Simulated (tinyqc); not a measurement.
Pillar capacitor in an array: capacitance, non-linearity, leakage and relaxation: one step of the calculation.

A film between two metal electrodes, each interface adding a series capacitance ci. The small-signal permittivity is ek (1 + aq E^2); the field is found with the linear permittivity. Leakage J = J0 sinh(E/Ef). After a voltage step the film passes a relaxation current kr C V tt^(-nr), tt being the time in seconds. The sidewall is a coaxial capacitor with radii a = dm/2 and b = dm/2 + t, depth AR dm; the end face is left out.

Task. Cell capacitance, fields and time constant. Per length 1/c = ln(b/a)/(2 pi eps0 ek) + (1/a + 1/b)/(2 pi ci); cell capacitance c AR dm; per footprint over pt^2; fields c V/(2 pi eps0 ek r) at r = a and b; resistance of the inner electrode rho AR dm/(pi a^2); time constant R C/3 of the distributed line.

Parameters, values chosen for the exercise; permittivity of the order of that of aluminium oxide:
- ek = 8.11 (relative permittivity of the film)
- t = 13 nm (film thickness)
- ci = 200 uF/cm^2 (capacitance of each electrode interface (dead layer and screening))
- V = 1 V (bias)
- dm = 69 nm (diameter of the pillar)
- AR = 20 (aspect ratio, depth over diameter)
- pt = 120 nm (pitch of the square array)
- rho = 200 uohm cm (resistivity of the inner electrode)

Constants: eps0 = 8.8541878128e-14 F/cm where lengths are in cm. Results are converted to the units shown.

Give: a; b; cell capacitance; capacitance per footprint; field at a; field at b; R; R C/3.

Result.

a = 34.50 nm
b = 47.50 nm
cell capacitance = 1.936 fF
capacitance per footprint = 13.45 uF/cm^2
field at a = 0.9014 MV/cm
field at b = 0.6547 MV/cm
R = 0.7381 kohm
R C/3 = 0.4764 ps

The array gives 24.5 times the planar capacitance per footprint; curvature makes the field at the inner electrode 1.18 times the planar value.

Computed by the program tinyqc: `OMP_NUM_THREADS=1 python tinyqc.py 2102135 2102136 out.jsonl`, one thread of a shared Intel Xeon 2.30GHz, about 0.01 s for the whole run.
